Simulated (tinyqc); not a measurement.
Mesh and choice of bands: charge neutrality level from zone-averaged pseudopotential bands.

Empirical pseudopotential on the fcc lattice, atoms at +/- tau, tau = a (1,1,1)/8, no spin-orbit coupling. H(G,G') = c (2 pi/a)^2 |k + G|^2 delta + VS(q) cos(q.tau) + i VA(q) sin(q.tau), q = G - G', c = hbar^2/2m0; k and G in units of 2 pi/a; VS at |q|^2 = 3, 8, 11 and VA at 3, 4, 11, in rydberg, zero elsewhere. At each k the basis holds all G with |k + G|^2 up to 16; energies are counted from the fourth level at Gamma.

Mesh: k = sum_i (n_i + 1/2)/N b_i, n_i = 0 ... N - 1, b = (-1,1,1), (1,-1,1), (1,1,-1); points with the same sorted |kx|, |ky|, |kz| after folding to the shortest k + G are joined, with their count as weight. Neutrality (branch-point) level: E_N = (1/2) mean over k of [E5 + (E3 + E4)/2], E_n the n-th level from below.

Constants: hbar^2/2m0 = 3.80998211 eV angstrom^2; Ry = 13.60569312 eV.

Values chosen for the exercise (out of a larger set: classic local form factors of the size used for GaAs, without spin-orbit coupling; not measured data):
- a = 5.634 angstrom (lattice constant)
- VS = (-0.229, 0.01, 0.059) Ry (symmetric form factors)
- VA = (0.071, 0.05, 0.009) Ry (antisymmetric form factors)

E_N with E5 alone, and with (E5 + E6)/2 in its place.

Results:

| N | joined points | E_N (eV) | E_N, two conduction bands (eV) |
|---|---|---|---|
| 1 | 1 | 0.3399 | 1.1650 |
| 2 | 2 | 0.2980 | 1.0034 |
| 3 | 6 | 0.5427 | 0.9125 |
| 4 | 10 | 0.5137 | 0.9265 |
| 5 | 19 | 0.5223 | 0.9178 |

For scale, the lowest gap of this set is 1.39 eV. Against N = 5 the errors are -182, -224, +20 and -9 meV for N = 1 to 4 (N = 1 is the L point alone). Taking the second conduction band in moves E_N by +0.40 eV, more than the mesh error at N = 2: the definition, not the mesh, limits the estimate. Local form factors place the indirect gaps only to a few tenths of an eV, and E_N moves with them.

tinyqc: `OMP_NUM_THREADS=1 python tinyqc.py 1880110 1880111 out.jsonl`; about 0.09 s, one thread, shared Intel(R) Xeon(R) Processor @ 2.30GHz.
